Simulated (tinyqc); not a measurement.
Worked calculation: plane-wave Kohn-Sham cycle with exchange-only LDA in a layered model solid. One step of it, computed by the program tinyqc.

Problem. Iteration 2: levels at that k. Diagonalise the Hermitian matrix.

H (hartree):
```
           -2         -1         +0         +1         +2
-2   1.505849  -0.245718   0.055165  -0.000019   0.000007
-1  -0.245718   0.146400  -0.245718   0.055165  -0.000019
+0   0.055165  -0.245718  -0.306750  -0.245718   0.055165
+1  -0.000019   0.055165  -0.245718   0.146400  -0.245718
+2   0.000007  -0.000019   0.055165  -0.245718   1.505849
```

Give: eigenvalues.

Solution.

eigenvalues (hartree): -0.4840  0.0498  0.3233  1.5473  1.5614
